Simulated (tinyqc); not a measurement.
Polar nitride quantum well with polarisation fields, step by step. Values are carried at full precision from step to step, so a last printed digit may differ when a step is redone from the rounded ones.

Growth along [0001]. e_par = (a_sub - a)/a, Ppz = 2 e_par (e31 - e33 C13/C33), P = Psp + Ppz in each layer; strain relaxation and the strain shift of the gaps are left out, although thick layers with more than about 1 % mismatch would relax.

Constants: hbar^2/2m0 = 3.80998211 eV angstrom^2; hc = 1239.841984 eV nm.

Parameters, chosen for this exercise (near those of a GaN well in AlGaN; the results hold for these values, not for the real material):
```
symbol  value    unit      meaning
a_w     3.189    angstrom  lattice constant a, well
a_b     3.148    angstrom  lattice constant a, barrier
a_sub   3.189    angstrom  in-plane lattice constant of the stack
Psp_w   -0.0329  C/m^2     spontaneous polarisation
Psp_b   -0.0603  C/m^2     spontaneous polarisation
e31_w   -0.349   C/m^2
e31_b   -0.448   C/m^2
e33_w   0.685    C/m^2
e33_b   1.083    C/m^2
C_w     0.267              C13/C33
C_b     0.271              C13/C33
Lw      24       angstrom  well width
Lb      55       angstrom  barrier width
eps_w   10.3               dielectric constant
eps_b   10.4               dielectric constant
Eg      3.44     eV        gap of the well
Vc      0.862    eV        conduction offset
Vv      0.406    eV        valence offset
me      0.2      m0        electron, well
meb     0.264    m0        electron, barrier
mh      1.71     m0        hole, everywhere
```

## Strain and polarisation

Give strain and polarisation of well and barrier; the bound sheet charge is |P_w - P_b|/e with e = 1.602176634e-19 C.

Layers:
```
layer      e_par  Ppz (C/m^2)  P (C/m^2)
well     0.00000      0.00000   -0.03290
barrier  0.01302     -0.01931   -0.07961
```

sheet charge = 2.916 x 1e13/cm^2

Of P_w - P_b = +0.0467 C/m^2 the piezoelectric part gives +0.0193 and the spontaneous part +0.0274.

## Built-in fields

In a periodic stack without free charge the potential drop over a period vanishes: F_w = (P_b - P_w) Lb/(eps0 (eps_w Lb + eps_b Lw)), F_b = -F_w Lw/Lb, eps0 = 8.8541878e-12 F/m; 1 MV/cm = 1e8 V/m = 0.01 V/angstrom.

Give both fields and the drop |F_w| Lw across the well.

F_w = -3.556 MV/cm
F_b = 1.552 MV/cm
drop = 0.853 eV

## Levels with and without the field

Envelope functions on cells of 0.25 angstrom over barrier, well, barrier (widths Lb, Lw, Lb), psi = 0 beyond, psi'/m continuous (mean mass between points), c = hbar^2/2m0. With u(z) the integral of e F (F_w in the well, F_b = -F_w Lw/Lb in the barriers, 1 MV/cm = 0.01 V/angstrom), zero at the centre of the well, the electron sees u plus Vc in the barriers and the hole -u plus Vv. The transition is Eg + E_e + E_h; excitons are left out.

Ground states of electron and hole, their centres, the squared overlap, the transition and its wavelength hc/E.

Results:
```
case            E_e (eV)  E_h (eV)  <z>_e  <z>_h  overlap^2  E (eV)     nm
no field          0.1540    0.0266    0.0    0.0      0.969  3.6206  342.4
built-in field    0.0570   -0.1861    5.4   -8.6      0.110  3.3109  374.5
```

The field shifts the line by -310 meV, below the gap of the well material, pulls the carriers 14.0 angstrom apart and, with the rate proportional to overlap^2, lengthens the radiative lifetime by a factor 8.8.

## Estimate from two triangular wells

For a strong field: E = Eg - |e F_w| Lw + a0 (c (e F_w)^2)^(1/3) (me^(-1/3) + mh^(-1/3)), a0 = 2.338107, hard walls, c = hbar^2/2m0, 1 MV/cm = 0.01 V/angstrom.

electron term = 0.6752 eV
hole term = 0.3302 eV
E = 3.5921 eV

Both terms lie below the drop across the well, but the estimate also takes the near wall as infinitely high. Against the grid result 3.3109 eV the estimate errs by +281 meV: +192 from the electron and +90 from the hole, since hard walls stand in for offsets of 0.862 and 0.406 eV into which the carriers leak.

## Checks

- Electron level without field against the matching condition of the square well, eV: both 0.154.

Program tinyqc; command `OMP_NUM_THREADS=1 python tinyqc.py 1280545 1280546 out.jsonl`; about 0.03 s on one thread of a shared Intel(R) Xeon(R) Processor @ 2.30GHz.
